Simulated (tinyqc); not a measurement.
Hole doping of the spin-split valence bands: two-band massive Dirac model of the K valleys.

Basis (conduction, valence): H = [[D/2, a t (tau kx - i ky)], [a t (tau kx + i ky), -D/2 + lam tau sz]], valley tau = +/-1, spin sz = +/-1. The gap of a spin and valley is G = D - lam tau sz. Berry curvature Omega = curl of i<u|grad u>; for the conduction band Omega_c = -tau 2 a^2 t^2 G/(G^2 + 4 a^2 t^2 k^2)^(3/2), and Omega_v = -Omega_c.

Inputs chosen for the exercise (near those used for monolayer WS2; the results hold for these values, not for the real material):

| symbol | value | unit | meaning |
|---|---|---|---|
| a | 3.2 | angstrom | lattice constant |
| D | 1.8 | eV | gap parameter |
| t | 1.44 | eV | effective hopping |
| lam | 0.203 | eV | half the valence spin splitting |

The Fermi level lies E below the top of the valence band. kF for the upper and lower band of valley +1 from the two-band energy; each flavour holds kF^2/(4 pi) holes per area and both valleys count. Spin polarisation within one valley; Berry flux removed from valley +1, the sum of (1 - cos(theta_F))/2 with cos(theta_F) = G/sqrt(G^2 + 4 a^2 t^2 kF^2), in units of 2 pi.

Holes:

| E (meV) | kF upper (1/angstrom) | kF lower | p (1e12/cm^2) | spin polarisation in a valley | flux/2 pi |
|---|---|---|---|---|---|
| 50.8 | 0.0628 | 0.0000 | 6.27 | 1.000 | 0.0299 |
| 101.5 | 0.0901 | 0.0000 | 12.92 | 1.000 | 0.0564 |
| 203.0 | 0.1312 | 0.0000 | 27.39 | 1.000 | 0.1013 |
| 304.5 | 0.1651 | 0.0000 | 43.40 | 1.000 | 0.1380 |
| 385.7 | 0.1898 | 0.0000 | 57.32 | 1.000 | 0.1629 |
| 446.6 | 0.2073 | 0.0625 | 74.63 | 0.833 | 0.1988 |
| 812.0 | 0.3035 | 0.2146 | 219.93 | 0.333 | 0.3963 |

Give the missing row, E (meV) = 609.0.

Computed row:
```
E (meV)  kF upper (1/angstrom)  kF lower  p (1e12/cm^2)  spin polarisation in a valley  flux/2 pi
609.0                   0.2515    0.1452         134.26                          0.500     0.3006
```

Up to E = 2 lam = 406 meV, a density of 61.0e12/cm^2, only the upper band of this model is emptied and each valley is fully spin-polarised, oppositely in the two. Beyond it the polarisation falls, to 0.33 in the last row. The flux, times e^2/h, is in size the change of the Hall conductivity of one valley; the other valley cancels it in the charge current. Rows with kF above about 0.2 1/angstrom lie beyond the range of the model, and in real layers the valley at Gamma, close below in MoS2 and WS2, can take holes as well.

Program tinyqc; command `OMP_NUM_THREADS=1 python tinyqc.py 1452787 1452788 out.jsonl`; about 0.01 s on one thread of a shared Intel(R) Xeon(R) Processor @ 2.30GHz.
